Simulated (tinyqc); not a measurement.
On-chip interconnect, size-dependent resistivity and RC delay: one step of the calculation.

A rectangular line between two neighbours and two ground planes. Surface and grain-boundary scattering are added to the bulk resistivity as corrections; capacitances are parallel-plate values without fringing; inductance is ignored.

Task. Node voltages after a time step. A 1 V step is applied behind Rd at t = 0. C dv/dt = -G v + b, with G the conductance matrix of the ladder (1/Rs between neighbours, 1/Rd added at node 0) and b = (1 V/Rd, 0, ...). Backward Euler step: (C/dt + G) v(new) = (C/dt) v + b.

Parameters, values chosen for the exercise:
```
symbol,value,unit,meaning
Rd,11000,ohm,driver resistance
dt,3.1,ps,time step
```

Rs = 29.218070 ohm
C, node 0 to 5 (fF): [0.25019389, 0.50038779, 0.50038779, 0.50038779, 0.50038779, 0.32519389]
v at t = 0, node 0 to 5 (V): [0, 0, 0, 0, 0, 0]

Give: v at t = 1 dt.

Result.

v at t = 1 dt, node 0 to 5 (V): [0.1022, 0.1001, 0.0984, 0.0972, 0.0964, 0.0961]

Computed by the program tinyqc: `OMP_NUM_THREADS=1 python tinyqc.py 2100031 2100032 out.jsonl`, one thread of a shared Intel Xeon 2.30GHz, about 0.01 s for the whole run.
